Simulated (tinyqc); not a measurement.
Comparisons within one model: Bethe-Salpeter matrix of a two-band square lattice (Tamm-Dancoff form). A value that a table varies takes the place of the one given here.

One valence and one conduction band, lattice period 1, mesh k = 2 pi j/N along each axis (first index slowest). Pair energies D(k) = Eg + 2 t sum(1 - cos k), t = tc + tv. Screened attraction W(R) = U at R = 0 and V/|R| otherwise, R over the N x N cells with the nearest image; W(q) = sum_R W(R) cos(q R). H(k, k') = D(k) delta - W(k - k')/Nk + 2 J/Nk for singlets (J = 0 for triplets), Nk the number of k points. With a constant transition dipole the strength of a state is f = (sum_k A_k)^2/Nk, and the f sum to 1.

Inputs chosen for the exercise:

| symbol | value | unit | meaning |
|---|---|---|---|
| Eg | 2 | eV | quasiparticle gap |
| tc | 0.21 | eV | conduction hopping |
| tv | 0.17 | eV | valence hopping |
| U | 1.11 | eV | attraction in the same cell |
| V | 0.57 | eV | attraction at one cell distance |
| J | 0.11 | eV | exchange in the same cell |
| fs | (0.2, 0.4, 0.7, 1, 1.4, 2, 2.6) |  | scale factors of U and V |

## Convergence with the k mesh

Lowest triplet and singlet, and f of the singlet, against N.

Results:

| N | Eg - E triplet (eV) | Eg - E singlet (eV) | f singlet |
|---|---|---|---|
| 3 | 0.6025 | 0.5530 | 0.1956 |
| 4 | 0.5018 | 0.4565 | 0.1724 |
| 6 | 0.4301 | 0.3810 | 0.1794 |
| 9 | 0.4104 | 0.3544 | 0.2080 |
| 14 | 0.4088 | 0.3514 | 0.2153 |
| 22 | 0.4087 | 0.3514 | 0.2154 |
| 36 | 0.4087 | 0.3514 | 0.2154 |

How do the results move?

The coarsest mesh misjudges the singlet binding by +0.2016 eV against the finest: a mesh of N points along an axis repeats the pair every N cells. The triplet is within 1 meV of the last row from N = 14 on. The singlet is within 1 meV of the last row from N = 14 on. The more tightly bound triplet is the smaller object in R, so it needs no more points than the singlet.

## Strength of the attraction

Triplets, N = 24; U and V scaled together, as weaker screening would do. f is the weight at R = 0.

Results:

| scale | U/t | binding (eV) | f | Eg - second level (eV) |
|---|---|---|---|---|
| 0.20 | 0.58 | 0.0274 | 0.027 | 0.0001 |
| 0.40 | 1.17 | 0.0896 | 0.087 | 0.0176 |
| 0.70 | 2.04 | 0.2291 | 0.194 | 0.0457 |
| 1.0 | 2.92 | 0.4087 | 0.310 | 0.0963 |
| 1.4 | 4.09 | 0.6961 | 0.461 | 0.1886 |
| 2.0 | 5.84 | 1.2013 | 0.639 | 0.3744 |
| 2.6 | 7.59 | 1.7636 | 0.755 | 0.6026 |

How do the results move?

The binding grows with exponent 1.71 between scales 0.2 and 0.4 and 1.46 over the last two rows (about 2 for a wide, hydrogen-like pair, 1 for a pair held in one cell). f rises from 0.027 to 0.755. On this mesh a second level lies below the gap from scale 0.4 on; in an infinite lattice the tail V/|R| binds a whole series at any scale. 

## What each parameter does

N = 24: lowest singlet, its binding and f, and the singlet-triplet splitting. Each row changes one parameter from the base and keeps the others.

Results:

| case | singlet (eV) | binding (eV) | f | splitting (eV) |
|---|---|---|---|---|
| base | 1.6486 | 0.3514 | 0.215 | 0.0574 |
| Eg = 2.2 eV | 1.8486 | 0.3514 | 0.215 | 0.0574 |
| tc = 0.27 eV | 1.6741 | 0.3259 | 0.182 | 0.0479 |
| tv = 0.1 eV | 1.6120 | 0.3880 | 0.270 | 0.0730 |
| U = 0.89 eV | 1.6881 | 0.3119 | 0.147 | 0.0394 |
| V = 0.67 eV | 1.5886 | 0.4114 | 0.201 | 0.0530 |
| J = 0.17 eV | 1.6720 | 0.3280 | 0.175 | 0.0807 |

What does this show?

The largest shifts from the base row, up to three for each result and ties (the steps differ in size, so this ranks the rows, not the parameters). singlet (eV): Eg +0.2000, V -0.0600, U +0.0394. binding (eV): V +0.0600, U -0.0394, tv +0.0366; unchanged at the printed digits by Eg. f: U -0.068, tv +0.055, J -0.040; unchanged at the printed digits by Eg. splitting (eV): J +0.0234, U -0.0179, tv +0.0156; unchanged at the printed digits by Eg. At zero total momentum only the sum tc + tv enters.

Run: tinyqc, `OMP_NUM_THREADS=1 python tinyqc.py 1281710 1281711 out.jsonl`; Intel(R) Xeon(R) Processor @ 2.30GHz, one thread, shared host; about 1 s of CPU time with all checks.
